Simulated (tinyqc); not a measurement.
Tail temperature from the power law.

Question. When tail states hold most of the charge, the linear current goes as I = A (Vg - VT)^g with g = 2 Tt/T - 1. Find g, Tt and the tail width kB Tt.

Values chosen for this exercise:
- T = 290 K (temperature)

Constants: q = 1.602176634e-19 C, kB = 1.380649e-23 J/K, Vt = kB T/q. Results are converted to the units shown.

I at Vg - VT = 9.7 and 15 V (nA): 29.049877  55.444625

Solution. g is the slope of ln I against ln(Vg - VT).

g = 1.483
Tt = 360.0 K
kB Tt = 31.02 meV

tinyqc, about 0.02 s, one thread, Intel Xeon 2.30GHz (shared host): `OMP_NUM_THREADS=1 python tinyqc.py 2610056 2610057 out.jsonl`
